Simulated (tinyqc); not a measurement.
Strain, valley repopulation and piezoresistance in a many-valley conduction band. Inputs raised by 10 %, one at a time. Computed by tinyqc, a small Python program. Command: `OMP_NUM_THREADS=1 python tinyqc.py 3029911 3029912 out.jsonl valleys sens`. One thread of a shared host (Intel(R) Xeon(R) Processor @ 2.30GHz), about 0.05 s of CPU time with the checks.

Valleys are ellipsoids with mass m_l along the axis a and m_t across it, parabolic, with one constant relaxation time; strain shifts the valleys and leaves the masses alone. Currents are taken along [100], in the plane, and along [001], across the plane.

Inputs (values chosen for the exercise, modelled on silicon): longitudinal mass m_l = 0.934 m_0; transverse mass m_t = 0.19 m_0; shear deformation potential Xi_u = 9.12 eV; dilation deformation potential Xi_d = 1.1 eV; C11 = 167 GPa; C12 = 63.4 GPa; C44 = 79.4 GPa; stress X (tension positive) = -980 MPa; electron density n = 2.7e+17 1/cm^3; relaxation time tau = 97 fs; temperature T = 250 K.

Valley axes: <100> (6 valleys in 3 pairs). Load: biaxial in the (001) plane.

Constants: k_B = 8.617333262e-05 eV/K; m_0 = 9.1093837015e-31 kg; k_B = 1.380649e-23 J/K; hbar = 1.054571817e-34 J s; e = 1.602176634e-19 C.

Method:
- Compliances S11 = (C11 + C12)/((C11 - C12)(C11 + 2 C12)), S12 = -C12/((C11 - C12)(C11 + 2 C12)), S44 = 1/C44; stress sigma_xx = sigma_yy = X, all else 0; e_xx = S11 sigma_xx + S12 (sigma_yy + sigma_zz), e_xy = S44 sigma_xy/2 (tensor strain).
- Herring-Vogt shift of a valley with unit axis a: dE = Xi_d tr(e) + Xi_u a.e.a.
- Each of the 6 valleys holds n_v = N_v (2/sqrt(pi)) F_1/2((E_F - dE_v)/(k_B T)), N_v = 2 (m_d k_B T/(2 pi hbar^2))^(3/2), m_d = (m_l m_t^2)^(1/3); E_F solves sum n_v = n and is counted from the unstrained edge.
- F_j(eta) = int_0^infinity x^j/(1 + exp(x - eta)) dx, without a gamma-function factor. It is evaluated after integrating by parts.
- Integrals over x = E/(k_B T) use 160 Gauss-Legendre points in u = sqrt(x) from 0 to sqrt(max(eta, 0) + 32).
- Mobility tensor mu = e tau sum_v (n_v/n) [1/m_t + (1/m_l - 1/m_t) a a^T]; unstrained mu_0 = e tau (1/m_l + 2/m_t)/3; resistivity along d from the inverse tensor, rho_d = d.mu^-1.d/(n e), mobility along d = 1/(d.mu^-1.d); gauge pi_d = (rho_d/rho_0 - 1)/X.
- With eta_0 the reduced Fermi level without strain, r = F_-1/2(eta_0)/(2 F_1/2(eta_0)) (1 for a classical gas) and c = r (Xi_u/k_B T) (m_l - m_t)/(2 m_l + m_t): pi11 = -(2/3) c (S11 - S12), pi12 = -pi11/2, pi44 = 0, with S11 - S12 = 1/(C11 - C12).

Runs; columns: (1) input moved; (2) from; (3) to; (4) mobility along the first direction (cm^2/(V s)); (5) mobility along the second direction (cm^2/(V s)); (6) splitting (highest minus lowest) (meV); (7) degeneracy factor r:
```
(1)                                         (2)     (3)    (4)    (5)    (6)     (7)
base run                                      -       -  543.5  891.4  86.27  0.9955
longitudinal mass m_l (m_0)               0.934  1.0274  535.3  891.3  86.27  0.9957
transverse mass m_t (m_0)                  0.19   0.209  502.4  810.5  86.27  0.9959
C11 (GPa)                                   167   183.7  545.9  886.7  74.29  0.9955
stress X (tension positive) (MPa)          -980   -1078  542.5  893.6  94.90  0.9955
temperature T (K)                           250     275  544.9  888.6  86.27  0.9961
relaxation time tau (fs)                     97   106.7  597.9  980.6  86.27  0.9955
dilation deformation potential Xi_d (eV)    1.1    1.21  543.5  891.4  86.27  0.9955
```

Exponents ln(y'/y) / ln(x'/x); columns: (1) input; (2) mobility along the first direction; (3) mobility along the second direction; (4) splitting (highest minus lowest); (5) degeneracy factor r:
```
(1)                                     (2)     (3)     (4)    (5)
longitudinal mass m_l                -0.160  -0.002   0.000  0.002
transverse mass m_t                  -0.827  -0.998   0.000  0.004
C11                                   0.046  -0.056  -1.568  0.000
stress X (tension positive)          -0.021   0.025   1.000  0.000
temperature T                         0.027  -0.033   0.000  0.006
relaxation time tau                   1.000   1.000   0.000  0.000
dilation deformation potential Xi_d   0.000   0.000   0.000  0.000
```

To which inputs is each result most sensitive?

Among the inputs moved here: mobility along the first direction answers most in size to relaxation time tau (exponent +1.000), next to transverse mass m_t (-0.827); its exponent is below 0.0005 for dilation deformation potential Xi_d. Its exponent +1.000 in relaxation time tau: mu = e tau/m. Mobility along the second direction answers most in size to relaxation time tau (exponent +1.000), and about equally to transverse mass m_t (-0.998); its exponent is below 0.0005 for dilation deformation potential Xi_d. Splitting (highest minus lowest) answers most in size to C11 (exponent -1.568), next to stress X (tension positive) (+1.000); its exponent is below 0.0005 for longitudinal mass m_l, transverse mass m_t, temperature T, relaxation time tau, dilation deformation potential Xi_d. Its exponent +1.000 in stress X (tension positive): shifts are linear in strain. Degeneracy factor r answers most in size to temperature T (exponent +0.006); its exponent is below 0.0005 for C11, stress X (tension positive), relaxation time tau, dilation deformation potential Xi_d.

Extremes, crossings and ranges named in words are read from the listed rows.
